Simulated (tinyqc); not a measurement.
Inside a calculation. Method: CIS and TDHF on RHF in the sto-3g basis, for HeH+, spin multiplicity 1. Computed by tinyqc, a small Python program that keeps every step (integrals from PySCF). Settings: charge = 1, multiplicity = 1, basis = sto-3g, method = RHF, energy threshold = 1e-10, iteration cap = 72, orthogonalisation = symmetric, start = Wolfsberg-Helmholz matrix, DIIS depth = 6, TDHF = 1. Command: `OMP_NUM_THREADS=1 python tinyqc.py 21990 21991 out.jsonl` (the two numbers bound the seeds that draw the settings). One thread of a shared host (Intel(R) Xeon(R) Processor @ 2.60GHz), about 0.06 s of CPU time with the checks. The early iterations of the SCF are left out here.

## One-electron integrals

Geometry (angstrom):
```
atom        x        y        z
He    0.00000  0.00000  0.00000
H     0.00000  0.00000  0.82400
```

Basis sto-3g: exponents (1/bohr^2) and contraction coefficients of normalised primitives:
```
element  l (shell)  exponent  coefficient
He           s (1)   6.36242      0.15433
He           s (1)   1.15892      0.53533
He           s (1)   0.31365      0.44463
H            s (1)   3.42525      0.15433
H            s (1)   0.62391      0.53533
H            s (1)   0.16886      0.44463
```

Overlap, kinetic and nuclear-attraction integrals over the contracted functions; the nuclear repulsion is the sum of Za Zb / Rab.

nuclear repulsion = 1.2844107 hartree

overlap S, order 1He 1s, 2H 1s:
```
[[1.00000, 0.50275],
 [0.50275, 1.00000]]
```

kinetic energy T (hartree), order 1He 1s, 2H 1s:
```
[[1.41176, 0.16565],
 [0.16565, 0.76003]]
```

nuclear attraction V (hartree), order 1He 1s, 2H 1s:
```
[[-3.97356, -1.48821],
 [-1.48821, -2.43234]]
```

core Hamiltonian H = T + V (hartree), order 1He 1s, 2H 1s:
```
[[-2.56180, -1.32256],
 [-1.32256, -1.67231]]
```

## Two-electron integrals

Functions are numbered as in S; the eight-fold symmetry (ij|kl) = (ji|kl) = (kl|ij) leaves the list below.

Two-electron integrals (ij|kl) in chemists' order, unique and non-zero (hartree):
```
(11|11) 1.05571   (21|11) 0.40976   (21|21) 0.19404   (22|11) 0.56828
(22|21) 0.33724   (22|22) 0.77461
```

## Orthogonalisation

S = U s U^T; symmetric (Loewdin) form X = U s^(-1/2) U^T, so that X^T S X = 1.

eigenvalues of S: [0.49725, 1.50275]

X, order 1He 1s, 2H 1s:
```
[[1.11693, -0.30118],
 [-0.30118, 1.11693]]
```

## Starting guess

The start is the generalised Wolfsberg-Helmholz matrix (K = 1.75) built on H; D = 2 C_occ C_occ^T.

D at the start, order 1He 1s, 2H 1s:
```
[[1.23404, 0.53290],
 [0.53290, 0.23012]]
```

## Iteration 9 (converged): orbitals

converged F (hartree), order 1He 1s, 2H 1s:
```
[[-1.55364, -0.98644],
 [-0.98644, -0.78510]]
```

Diagonalise F' = X^T F X, C = X C', fill 1 alpha and 1 beta electrons from the bottom; D = 2 C_occ C_occ^T. Each column has its largest component positive (the first on a tie).

F' = X^T F X (hartree):
```
[[-1.34576, -0.53335],
 [-0.53335, -0.45669]]
```

orbital energies (hartree): [-1.59554, -0.20691]

coefficients C, order 1He 1s, 2H 1s:
```
[[0.88376, -0.74647],
 [0.20096, 1.13924]]
```

D after iteration 9, order 1He 1s, 2H 1s:
```
[[1.56208, 0.35520],
 [0.35520, 0.08077]]
```

## Convergence

Stop when the energy changes by less than 1e-10 hartree and every element of the error matrix X^T (F D S - S D F) X is below 3e-06.

Course of the cycle:
```
iteration  E (hartree)     change  largest element of the error matrix
1           -2.8125857          -                             3.03e-01
2           -2.8486652  -3.61e-02                             3.88e-02
3           -2.8493025  -6.37e-04                             1.07e-03
4           -2.8493029  -3.93e-07                             4.77e-04
5           -2.8493030  -5.69e-08                             3.08e-04
6           -2.8493030  -1.84e-08                             2.28e-04
7           -2.8493030  -8.22e-09                             1.82e-04
8           -2.8493030  -1.41e-08                             1.80e-06
9           -2.8493030  -1.38e-12                             1.82e-08
```

PySCF RHF in the same basis = -2.8493030 hartree

Converged in 9 iterations.

## Populations, bond orders and dipole

Mulliken: Z minus the diagonal of D S on the atom; Loewdin: the same with S^(1/2) D S^(1/2); Mayer order: 2 sum_s sum (D(s) S)_ij (D(s) S)_ji over the two atoms.

Charges (e):
```
atom  Mulliken  Loewdin
1He    0.25935  0.35975
2H     0.74065  0.64025
```

Mayer bond orders:
```
pair    order
2-1   0.45143
```

dipole moment about the origin, x y z (debye): [0.00000, 0.00000, 3.06598]

## Integrals over molecular orbitals

(pq|rs) = sum C_ip C_jq C_kr C_ls (ij|kl), one index at a time.

one-electron integrals over orbitals h = C^T H C (hartree):
```
[[-2.53817, 0.17398],
 [0.17398, -1.34849]]
```

Two-electron integrals over orbitals (pq|rs), unique and non-zero (hartree):
```
(11|11) 0.94263    (21|11) -0.17398   (21|21) 0.13993    (22|11) 0.64075
(22|21) 0.04433    (22|22) 0.75034
```

## CIS matrix, singlets

A(ia,jb) = (e_a - e_i) d_ij d_ab + 2 (ia|jb) - (ij|ab).

CIS matrix A, singlet (hartree), order 1>2:
```
[[1.02774]]
```

## CIS singlet states

dipole integrals <i|r|a> (bohr), order 1>2:
```
[[0.00000, 0.00000, 0.62800]]
```

Diagonalise A (1 hartree = 27.211386 eV); each vector has its largest component positive (the first on a tie). The transition dipole is mu = sqrt2 sum c_ia <i|r|a>.

singlet excitation energies (eV): [27.96610]

lowest vectors, order 1>2:
```
[[1.00000]]
```

oscillator strengths 2/3 w |mu|^2: [0.54043]

## TDHF (RPA) singlet states

B(ia,jb) = 2 (ia|jb) - (ib|ja); the squared energies are the eigenvalues of (A - B)(A + B); 1 hartree = 27.211386 eV.

TDHF matrix B, singlet (hartree), order 1>2:
```
[[0.13993]]
```

squared energies w^2 (hartree^2): [1.03666]

TDHF energies from the positive w^2 (eV): [27.70567]

## CIS matrix, triplets

A(ia,jb) = (e_a - e_i) d_ij d_ab - (ij|ab).

CIS matrix A, triplet (hartree), order 1>2:
```
[[0.74788]]
```

## CIS triplet states

Diagonalise A (1 hartree = 27.211386 eV); each vector has its largest component positive (the first on a tie).

triplet excitation energies (eV): [20.35080]

lowest vectors, order 1>2:
```
[[1.00000]]
```

## TDHF (RPA) triplet states

B(ia,jb) = - (ib|ja); the squared energies are the eigenvalues of (A - B)(A + B); 1 hartree = 27.211386 eV.

TDHF matrix B, triplet (hartree), order 1>2:
```
[[-0.13993]]
```

squared energies w^2 (hartree^2): [0.53974]

TDHF energies from the positive w^2 (eV): [19.99142]
